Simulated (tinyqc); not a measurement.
Saturation velocity and mobility from two gate lengths.

Problem. Isat = Cox vsat Vg (x - 1)/(x + 1) per width, x = sqrt(1 + 2 mu Vg/(m vsat L)), with no series resistance and the same overdrive Vg and mu at both lengths. Find vsat and mu.

Values chosen for this exercise: gate capacitance Cox = 1.86 uF/cm^2; body factor m = 1.27.

Vg = 1.84 V
Isat at L = 0.07 and 0.21 um (uA/um): 1572.6056  1190.1645

Solution. The ratio of the currents depends on c = 2 mu Vg/(m vsat) alone and falls steadily from L2/L1 to 1 as c grows, so it fixes c; either current then gives vsat.

vsat = 6.80e6 cm/s
mu = 422 cm^2/(V s)

Program tinyqc, `OMP_NUM_THREADS=1 python tinyqc.py 2500069 2500070 out.jsonl`; Intel Xeon 2.30GHz, shared host, one thread, about 0.01 s.
